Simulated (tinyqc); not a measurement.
# Threshold-voltage variability of a planar MOSFET, analytic estimates: what changes with what

Three independent sources add in quadrature: random dopants in the depleted layer, metal-gate grains of two orientations, and roughness of the two gate edges acting through the roll-off VT = VT(long) - Vr exp(-L/l). These are first-order estimates: no three-dimensional electrostatics, no percolation.

Parameters, values chosen for the exercise; material values close to those of silicon: temperature T = 300 K; band gap Eg = 1.11 eV; relative permittivity of the semiconductor eps_r = 11.5; conduction-band density of states at T Nc = 2.76e19 cm^-3; valence-band density of states at T Nv = 2.69e19 cm^-3; channel doping Na = 2.9e18 cm^-3; oxide-equivalent thickness in inversion ti = 1.5 nm; gate length L = 25 nm; gate width W = 56 nm; metal grain size G = 15 nm; work-function difference of the two grain orientations dW = 0.1 eV; share of the orientation of higher work function p = 0.6; rms roughness of one gate edge De = 1.8 nm; correlation length of the roughness La = 15 nm; decay length of the threshold roll-off l = 4.5 nm; prefactor of the roll-off Vr = 2.5 V.

Constants: q = 1.602176634e-19 C, kB = 1.380649e-23 J/K, Vt = kB T/q, eps0 = 8.8541878128e-14 F/cm where lengths are in cm. Results are converted to the units shown.

Each table varies one quantity; the others keep the values above.

## Effect of the metal grain size

ni = sqrt(Nc Nv) exp(-Eg/(2 Vt)), Eg in volts; Cox = 3.9 eps0/ti; Wd = sqrt(4 eps0 eps_r Vt ln(Na/ni)/(q Na)); dopants: s1 = (q/Cox) sqrt(Na Wd/(3 L W)). Grains: Ng = L W/G^2 (at least 1), s2 = dW sqrt(p (1 - p)/Ng). Edges, with exponential correlation and u = W/La: the mean gate length has sL^2 = 2 De^2 (2/u)[1 - (1 - exp(-u))/u]; s3 = sL (Vr/l) exp(-L/l). s = sqrt(s1^2 + s2^2 + s3^2). l and Vr are held fixed.

The same in every row: s1 (mV) = 26.422; s3 (mV) = 3.4389.

Effect of the metal grain size:

| G (nm) | s2 (mV) | s (mV) | s sqrt(L W) (mV um) |
|---|---|---|---|
| 2 | 2.6186 | 26.773 | 1.0018 |
| 3 | 3.9279 | 26.933 | 1.0077 |
| 5 | 6.5465 | 27.438 | 1.0266 |
| 7 | 9.1652 | 28.177 | 1.0543 |
| 10 | 13.093 | 29.688 | 1.1108 |
| 14 | 18.330 | 32.341 | 1.2101 |
| 20 | 26.186 | 37.359 | 1.3978 |

As G goes from 2 to 20 nm, s rises from 26.8 to 37.4 mV. The dopants are the largest source in the first and the last row. At G = 20 nm the gate holds under four grains, so the work function takes a few discrete values.

## Scaling length and width together

Same model as above.

l and Vr are held fixed. W = 2.24 L in every row; l is held fixed.

Scaling length and width together:

| L (nm) | s1 (mV) | s2 (mV) | s3 (mV) | s (mV) | s sqrt(L W) (mV um) |
|---|---|---|---|---|---|
| 16 | 41.28 | 30.69 | 29.10 | 59.10 | 1.415 |
| 20 | 33.03 | 24.55 | 11.22 | 42.66 | 1.277 |
| 24 | 27.52 | 20.46 | 4.354 | 34.57 | 1.242 |
| 30 | 22.02 | 16.37 | 1.062 | 27.46 | 1.233 |
| 37 | 17.85 | 13.27 | 0.2069 | 22.25 | 1.232 |
| 45 | 14.68 | 10.91 | 0.03232 | 18.29 | 1.232 |
| 55 | 12.01 | 8.927 | 0.003218 | 14.96 | 1.232 |

What does the table show?

As L goes from 16 to 55 nm, s falls from 59.1 to 15.0 mV. The dopants are the largest source in the first and the last row. The product s sqrt(L W) falls from 1.42 to 1.23 mV um: s1 and s2 go as 1/sqrt(L W), so the change comes from s3 alone. For L = 16 to 20 nm the gate holds under four grains, so the work function takes a few discrete values. For L = 16 to 20 nm the depletion depth exceeds L, so source and drain share much of the charge and s1 is rough.

## Effect of the oxide-equivalent thickness in inversion

Same model as above.

l and Vr are held fixed.

The same in every row: s2 (mV) = 19.64; s3 (mV) = 3.439.

Effect of the oxide-equivalent thickness in inversion:

| ti (nm) | s1 (mV) | s (mV) | s sqrt(L W) (mV um) |
|---|---|---|---|
| 0.8 | 14.09 | 24.42 | 0.9135 |
| 1.2 | 21.14 | 29.06 | 1.087 |
| 1.6 | 28.18 | 34.52 | 1.292 |
| 2 | 35.23 | 40.48 | 1.515 |
| 2.4 | 42.28 | 46.74 | 1.749 |
| 2.8 | 49.32 | 53.20 | 1.991 |
| 3.2 | 56.37 | 59.79 | 2.237 |

As ti goes from 0.8 to 3.2 nm, s rises from 24.4 to 59.8 mV. The largest source is the grains in the first row and the dopants in the last. s1 goes on average as ti^(1.00).

## Effect of the correlation length of the roughness

Same model as above.

l and Vr are held fixed.

The same in every row: s1 (mV) = 26.42; s2 (mV) = 19.64.

Results:

| La (nm) | s3 (mV) | s (mV) | s sqrt(L W) (mV um) |
|---|---|---|---|
| 2 | 1.435 | 32.95 | 1.233 |
| 5 | 2.205 | 33.00 | 1.235 |
| 20 | 3.767 | 33.14 | 1.240 |
| 40 | 4.441 | 33.22 | 1.243 |
| 80 | 4.897 | 33.28 | 1.245 |
| 160 | 5.166 | 33.32 | 1.247 |

Estimate the missing row, La = 10 nm.

Computed row:

| La (nm) | s3 (mV) | s (mV) | s sqrt(L W) (mV um) |
|---|---|---|---|
| 10 | 2.962 | 33.05 | 1.237 |

With this row back in the table: As La goes from 2 to 160 nm, s rises from 33.0 to 33.3 mV. The dopants are the largest source in the first and the last row. The edge term s3 rises from 1.43 to 5.17 mV: a longer correlation averages out less along the width.

Program tinyqc, `OMP_NUM_THREADS=1 python tinyqc.py 2090009 2090010 out.jsonl`; Intel Xeon 2.30GHz, shared host, one thread, about 0.01 s.
